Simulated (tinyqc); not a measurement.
Carbon nanotube by zone folding: sweeps and comparisons. A value that a table varies takes the place of the one given here.

Circumference C = n a1 + m a2, a = sqrt3 acc; d = a sqrt(n^2 + nm + m^2)/pi; tan(theta) = sqrt3 m/(2n + m); dR = gcd(2n + m, 2m + n); T = t1 a1 + t2 a2 with t1 = (2m + n)/dR, t2 = -(2n + m)/dR, |T| = sqrt3 pi d/dR; N = 2 (n^2 + nm + m^2)/dR hexagons a cell. On cutting line mu = 0 to N - 1 at x = k|T|/(2 pi) the phases are p1 = 2 pi (-t2 mu + m x)/N, p2 = 2 pi (t1 mu - n x)/N, and E = -/+ t |1 + exp(i p1) + exp(i p2)|.

Inputs chosen for the exercise (near those used for carbon; the results hold for these values, not for the real material): t = 3 eV (hopping); acc = 1.44 angstrom (bond length); tubes = ((12, 5), (11, 4), (16, 12), (16, 2), (11, 0), (11, 10), (14, 3)) (pairs (n, m)); n = 10 (chiral index); m = 2 (chiral index).

## Semiconducting tubes compared

E11 and E22 are twice the two lowest band edges; the cone gives E11 d = 2 t acc and E22/E11 = 2.

Tubes:

| (n,m) | d (angstrom) | theta (deg) | (n - m) mod 3 | E11 (eV) | E22 (eV) | E11 d/(2 t acc) | E22/E11 |
|---|---|---|---|---|---|---|---|
| (12,5) | 12.01 | 16.6 | 1 | 0.7087 | 1.4644 | 0.985 | 2.066 |
| (11,4) | 10.68 | 14.9 | 1 | 0.7945 | 1.6549 | 0.982 | 2.083 |
| (16,12) | 19.32 | 25.3 | 1 | 0.4455 | 0.8967 | 0.996 | 2.013 |
| (16,2) | 13.57 | 5.8 | 2 | 0.6471 | 1.2271 | 1.016 | 1.896 |
| (11,0) | 8.73 | 0.0 | 2 | 1.0150 | 1.8583 | 1.026 | 1.831 |
| (11,10) | 14.44 | 28.4 | 1 | 0.5964 | 1.1917 | 0.997 | 1.998 |
| (14,3) | 12.48 | 9.5 | 2 | 0.7034 | 1.3325 | 1.016 | 1.894 |

What does this show?

E11 follows 1/d first. For mod 1 the scaled E11 lies below one (0.982 to 0.997) and E22/E11 on both sides of two (1.998 to 2.083). For mod 2 the scaled E11 lies above one (1.016 to 1.026) and E22/E11 below two (1.831 to 1.896). The largest departure of the scaled E11 is that of (11,0); warping acts as cos(3 theta)/d, most for thin tubes near zigzag. Below about 8 angstrom curvature, left out of zone folding, changes the gaps further.

## Neighbouring tubes

Diameter, chiral angle and twice the lowest band edge. Each row changes one parameter from the base and keeps the others.

Results:

| case | d (angstrom) | theta (deg) | gap (eV) |
|---|---|---|---|
| base | 8.841 | 8.95 | 0.9988 |
| n = 11 | 9.626 | 8.21 | 0.0000 |
| m = 3 | 9.360 | 12.73 | 0.9024 |
| t = 3.15 eV | 8.841 | 8.95 | 1.0488 |
| acc = 1.46 angstrom | 8.963 | 8.95 | 0.9988 |

How do the results move?

The largest shifts from the base row, up to three for each result and ties (the steps differ in size, so this ranks the rows, not the parameters). d (angstrom): n +0.785, m +0.519, acc +0.123; unchanged at the printed digits by t. theta (deg): m +3.78, n -0.74; unchanged at the printed digits by t and acc. gap (eV): n -0.9988, m -0.0964, t +0.0499; unchanged at the printed digits by acc. In zone folding the gap does not depend on acc at fixed (n, m); a step in n or m changes (n - m) mod 3 and closes the gap where that becomes zero.

tinyqc: `OMP_NUM_THREADS=1 python tinyqc.py 1451854 1451855 out.jsonl`; about 0.05 s, one thread, shared Intel(R) Xeon(R) Processor @ 2.30GHz.
